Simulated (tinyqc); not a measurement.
# Fully depleted semiconductor-on-insulator film with two gates, non-linear Poisson equation by Newton steps: charge against front-gate voltage

One dimension across the film, front interface at x = 0, back interface at x = ts. psi is counted from the intrinsic level, n = ni exp(psi/Vt) (source grounded), holes neglected, acceptors ionised. Gates act through Cox = eps0 eox/tox and Cbox = 3.9 eps0/tb with potentials G1 = Vg - (phiM - chi - Vt ln(Nc/ni)) and G2 = Vb - (phiB - chi - Vt ln(Nc/ni)). Classical Boltzmann densities, no interface charge, no depletion in the back plane.

ni = sqrt(Nc Nv) exp(-Eg/(2 Vt)), Eg in volts. The Poisson equation eps0 eps_r d2psi/dx2 = q (n + Na), with -eps0 eps_r dpsi/dx = Cox (G1 - psi) at x = 0 and eps0 eps_r dpsi/dx = Cbox (G2 - psi) at x = ts, is solved on 300 equal intervals with half boxes at both ends; N_inv is the trapezoid sum of n. Swing = ln 10/(d ln N_inv/dVg); the last column is (dN_inv/dVb)/(dN_inv/dVg).

Inputs (values chosen for the exercise); band and dielectric values close to those of silicon: temperature T = 300 K; band gap Eg = 1.14 eV; relative permittivity eps_r = 11.5; conduction-band density of states at T Nc = 2.83e19 cm^-3; valence-band density of states at T Nv = 2.66e19 cm^-3; electron affinity chi = 3.99 eV; relative permittivity of the gate insulator (close to silicon dioxide) eox = 3.9; insulator thickness tox = 0.93 nm; film thickness ts = 7.3 nm; buried-oxide thickness (eps_r 3.9) tb = 52 nm; acceptor density of the film Na = 1e15 cm^-3; work function of the front gate phiM = 4.68 eV; work function of the back plane phiB = 5.04 eV; back-gate voltage Vb = 0 V.

Constants: q = 1.602176634e-19 C, kB = 1.380649e-23 J/K, Vt = kB T/q, eps0 = 8.8541878128e-14 F/cm where lengths are in cm. Results are converted to the units shown.

Charge against front-gate voltage:

| Vg (V) | psi front (V) | psi back (V) | N_inv (cm^-2) | centroid/ts | swing (mV/decade) | q dN_inv/dVg over Cox | back/front leverage |
|---|---|---|---|---|---|---|---|
| 0.19 | 0.0615 | 0.0369 | 3.71e4 | 0.422 | 61.7 | 5.97e-8 | 0.0369 |
| 0.34 | 0.209 | 0.178 | 1.00e7 | 0.401 | 61.7 | 1.61e-5 | 0.0360 |
| 0.49 | 0.356 | 0.318 | 2.70e9 | 0.381 | 62.0 | 0.00432 | 0.0350 |
| 0.64 | 0.490 | 0.434 | 3.33e11 | 0.329 | 109 | 0.304 | 0.0310 |
| 0.79 | 0.561 | 0.463 | 2.15e12 | 0.217 | 315 | 0.677 | 0.0238 |
| 0.94 | 0.598 | 0.469 | 4.77e12 | 0.153 | 584 | 0.811 | 0.0210 |
| 1.09 | 0.621 | 0.471 | 7.71e12 | 0.119 | 879 | 0.871 | 0.0198 |
| 1.24 | 0.638 | 0.472 | 1.08e13 | 0.0972 | 1.19e3 | 0.903 | 0.0192 |
| 1.39 | 0.651 | 0.473 | 1.40e13 | 0.0827 | 1.50e3 | 0.923 | 0.0189 |

What does the table show?

N_inv passes 1e11 cm^-2 at Vg = 0.593 V. The swing starts at 61.7 mV a decade, against (1 + k) Vt ln 10 = 60.5 for a front channel with k = Cs Cbox/(Cox (Cs + Cbox)) = 0.0171, Cs = eps0 eps_r/ts; above threshold this column is no longer a subthreshold swing. The centroid falls from 0.422 to 0.0827 of ts and the leverage of the back gate falls from 0.0369 to 0.0189. For Vg = 0.79, 0.94, 1.09, 1.24, 1.39 the density at an interface exceeds 0.3 Nc, where Boltzmann statistics fail. For Vg = 0.34, 0.49, 0.64, 0.79, 0.94, 1.09, 1.24, 1.39 the classical centroid lies within 3 nm of an interface, where confinement, left out, would push it away.

Range of the model: In so thin a film or at such density quantum confinement moves the charge away from the interfaces and raises the threshold.

Computed by the program tinyqc: `OMP_NUM_THREADS=1 python tinyqc.py 2190130 2190131 out.jsonl`, one thread of a shared Intel Xeon 2.30GHz, about 0.6 s for the whole run.
